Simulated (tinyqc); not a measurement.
# Inverter chain driving a load

N inverters, each f = Hc^(1/N) times larger than the one before: delay tau N (f + pp). Switched capacitance in units of the first input, with output capacitance pp times the input: Hc + (1 + pp)(Hc - 1)/(f - 1).

Values chosen for this exercise:
- Hc = 22 (load over the input capacitance of the chain)
- pp = 1 (parasitic delay of an inverter)
- tau = 5.8 ps (delay unit)

Results:
```
N      f  delay (ps)  switched capacitance
1  22.00       133.4                 24.00
2  4.690       66.01                 33.38
3  2.802       66.16                 45.31
5  1.856       82.81                 71.09
6  1.674       93.05                 84.32
```

Estimate the missing row, N = 4.

Computed row:
```
N      f  delay (ps)  switched capacitance
4  2.166       73.45                 58.03
```

With this row back in the table: The delay goes from 133 through a minimum of 66.0 (at N = 2 among the rows listed) to 93.1 ps. The best stage effort solves pp + rho (1 - ln rho) = 0, rho = 3.59, which gives N = ln Hc/ln rho = 2.42. One stage fewer than the best costs 100 % in delay and saves 28 % of the switched capacitance.

Computed by the program tinyqc: `OMP_NUM_THREADS=1 python tinyqc.py 2082183 2082184 out.jsonl`, one thread of a shared Intel Xeon 2.30GHz, about 0.01 s for the whole run.
